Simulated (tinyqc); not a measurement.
Four-point probe, van der Pauw, Hall and spreading-resistance readings of a semiconductor layer. Inputs raised by 2 %, one at a time. Computed by tinyqc, a small Python program. Command: `OMP_NUM_THREADS=1 python tinyqc.py 3112188 3112189 out.jsonl probe sens`. One thread of a shared host (Intel(R) Xeon(R) Processor @ 2.30GHz), about 0.01 s of CPU time with the checks.

The layer is uniform and ohmic; contacts are points unless a radius is given.

Inputs (values chosen for the exercise, modelled on n-type silicon):
```
quantity                                        value        unit
carrier density n                             9.6e+15      1/cm^3
drift mobility mu                                1240  cm^2/(V s)
layer thickness t                                  48  micrometre
probe spacing s                                   0.5          mm
current I                                         0.3          mA
side ratio a/b of the van der Pauw rectangle      2.4           -
magnetic field B                                  0.7           T
Hall factor r_H                                     1           -
```

Backing of the layer: insulating.

Constants: e = 1.602176634e-19 C.

Method:
- rho = 1/(e n mu); R_s = rho/t.
- Collinear probes with equal spacing on a layer with insulating backing: images at depth 2 m t give V = (rho I/(2 pi s)) G, G = 1 + 4 sum_(m>=1) [1/sqrt(1 + (2 m u)^2) - 1/sqrt(4 + (2 m u)^2)], u = t/s; the sum runs to m = 20000, with the tail 3/(32 u^3 M^2) added to the sum for M = 20000.
- Limits: thick, rho = 2 pi s V/I; thin on an insulator, rho = (pi/ln 2) t V/I.
- Thin rectangle with point contacts at the corners; for R_B current and voltage contacts lie along the two sides of length a, for R_A along those of length b: exp(-pi R_A/R_s) = (theta_4/theta_3)^4, exp(-pi R_B/R_s) = (theta_2/theta_3)^4 with q = exp(-pi a/b), theta_2 = 2 sum_(m>=0) q^((m + 1/2)^2), theta_3 = 1 + 2 sum_(m>=1) q^(m^2), theta_4 = 1 + 2 sum_(m>=1) (-1)^m q^(m^2).
- V_H = r_H I B/(e n t); apparent density n/r_H; Hall mobility r_H mu; Hall angle tan = r_H mu B (SI).

Runs:
```
input moved                                      from         to  sheet resistance R_s (ohm/square)  rho by the thin formula (ohm cm)  Hall voltage (mV)  R_B (ohm)
base run                                            -          -                              109.2                            0.5243              2.844      165.9
carrier density n (1/cm^3)                    9.6e+15  9.792e+15                              107.1                            0.5140              2.789      162.7
drift mobility mu (cm^2/(V s))                   1240     1264.8                              107.1                            0.5140              2.844      162.7
layer thickness t (micrometre)                     48      48.96                              107.1                            0.5243              2.789      162.7
probe spacing s (mm)                              0.5       0.51                              109.2                            0.5243              2.844      165.9
current I (mA)                                    0.3      0.306                              109.2                            0.5243              2.901      165.9
magnetic field B (T)                              0.7      0.714                              109.2                            0.5243              2.901      165.9
side ratio a/b of the van der Pauw rectangle      2.4      2.448                              109.2                            0.5243              2.844      171.1
```

Exponents ln(y'/y) / ln(x'/x):
```
input                                         sheet resistance R_s  rho by the thin formula  Hall voltage     R_B
carrier density n                                               -1                       -1            -1  -1.000
drift mobility mu                                               -1                       -1             0  -1.000
layer thickness t                                               -1                        0            -1  -1.000
probe spacing s                                                  0                        0             0   0.000
current I                                                        0                        0             1   0.000
magnetic field B                                                 0                        0             1   0.000
side ratio a/b of the van der Pauw rectangle                     0                        0             0   1.565
```

Which inputs matter most for each result?

Among the inputs moved here: sheet resistance R_s answers most in size to carrier density n (exponent -1.000), and about equally to drift mobility mu (-1.000), layer thickness t (-1.000); its exponent is below 0.0005 for probe spacing s, current I, magnetic field B, side ratio a/b of the van der Pauw rectangle. rho by the thin formula answers most in size to carrier density n (exponent -1.000), and about equally to drift mobility mu (-1.000); its exponent is below 0.0005 for layer thickness t, probe spacing s, current I, magnetic field B, side ratio a/b of the van der Pauw rectangle. Hall voltage answers most in size to carrier density n (exponent -1.000), and about equally to layer thickness t (-1.000), magnetic field B (+1.000), current I (+1.000); its exponent is below 0.0005 for drift mobility mu, probe spacing s, side ratio a/b of the van der Pauw rectangle. R_B answers most in size to side ratio a/b of the van der Pauw rectangle (exponent +1.565), next to carrier density n (-1.000); its exponent is below 0.0005 for probe spacing s, current I, magnetic field B.
